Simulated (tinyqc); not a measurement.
## Reverse leakage of an n+-p junction: diffusion, generation, trap-assisted and band-to-band tunnelling: leakage components against the temperature

One-sided abrupt junction in the depletion approximation, x from the junction (0) to W on the p side, field F = F0 (1 - x/W). Flat quasi-Fermi levels, long p side. Traps generate through SRH with both lifetimes shortened by 1 + Gamma (Hurkx enhancement, form for moderate fields); band-to-band generation is local and needs a total bending above Eg.

Nc and Nv are given at 400 K and scale as (T/400 K)^1.5; all else is held fixed. ni = sqrt(Nc Nv) exp(-Eg/(2 Vt)), Eg in volts; Vbi = Vt ln(Na Nd/ni^2); W = sqrt(2 eps0 eps_r (Vbi + VR)/(q Na)); F0 = 2 (Vbi + VR)/W; FG = sqrt(24 mt m0 (kB T)^3)/(q hbar); J_diff = q ni^2 sqrt(Dn/tau)(1 - exp(-VR/Vt))/Na. u = (Vbi + VR)(1 - x/W)^2, p = Na exp(-u/Vt), n = Nd exp((u - Vbi - VR)/Vt); G0 = ni^2 (1 - exp(-VR/Vt))/(tau (n + p + 2 ni cosh(Et/Vt))); Gamma = 2 sqrt(3 pi)(F/FG) exp((F/FG)^2); trap-assisted part G0 Gamma; G_bb = Ab F^2.5 exp(-Bb/F) with F in V/cm, zero unless Vbi + VR > Eg. Currents are q times the integrals over 0 to W; J_bb under 1e-8 of J is printed as 0; rows with F0/FG above 2.2, beyond the range of this Gamma, are left out.

Inputs (values chosen for the exercise); band and dielectric values close to those of germanium: band gap Eg = 0.649 eV; relative permittivity eps_r = 15.9; conduction-band density of states at the reference temperature Nc = 1.59e19 cm^-3; valence-band density of states at the reference temperature Nv = 9.38e18 cm^-3; acceptor density of the lighter side Na = 3.5e17 cm^-3; donor density of the heavier side Nd = 5e19 cm^-3; SRH lifetime of both carriers at zero field tau = 4e-6 s; trap level above the intrinsic level Et = 0 eV; tunnelling mass mt = 0.15 m0; electron diffusion coefficient on the lighter side Dn = 11 cm^2/s; band-to-band prefactor Ab = 6.7e14 cm^-0.5 V^-2.5 s^-1; band-to-band field constant Bb = 5.23e6 V/cm; reverse bias VR = 2.4 V.

Constants: q = 1.602176634e-19 C, kB = 1.380649e-23 J/K, hbar = 1.054571817e-34 J s, m0 = 9.1093837015e-31 kg, Vt = kB T/q, eps0 = 8.8541878128e-14 F/cm where lengths are in cm. Results are converted to the units shown.

Leakage components against the temperature:
```
T (K)  F0 (kV/cm)  F0/FG  J_diff (A/cm^2)  J_SRH (A/cm^2)  J_TAT (A/cm^2)  J_bb (A/cm^2)  J (A/cm^2)             largest part
280           491   1.90          8.09e-8         1.69e-6         9.57e-5          0.353       0.353  band-to-band tunnelling
310           490   1.63          1.48e-6         7.29e-6         1.90e-4          0.343       0.344  band-to-band tunnelling
340           489   1.42          1.67e-5         2.47e-5         3.75e-4          0.334       0.334  band-to-band tunnelling
370           488   1.25          1.30e-4         6.98e-5         7.08e-4          0.323       0.324  band-to-band tunnelling
400           487   1.11          7.53e-4         1.70e-4         0.00127          0.313       0.315  band-to-band tunnelling
430           486  0.991          0.00348         3.72e-4         0.00214          0.302       0.308  band-to-band tunnelling
```

What does the comparison show, and why?

J falls from 0.353 to 0.308 A/cm^2. Band-to-band tunnelling leads at T = 280 and in all other rows. Activation energies over the table: 0.738 eV for diffusion (Eg = 0.649 eV, raised by the T^3 of ni^2), 0.373 eV for SRH generation (Eg/2 + |Et| = 0.325 eV), 0.215 eV for the trap-assisted part, lower since Gamma grows on cooling; the total shows -0.00665 eV at the cold end and -0.0107 eV at the hot end.

Range of the model: The n+ side is degenerate, so Vbi from Boltzmann statistics is only a guide.

tinyqc, about 0.01 s, one thread, Intel Xeon 2.30GHz (shared host): `OMP_NUM_THREADS=1 python tinyqc.py 2290084 2290085 out.jsonl`
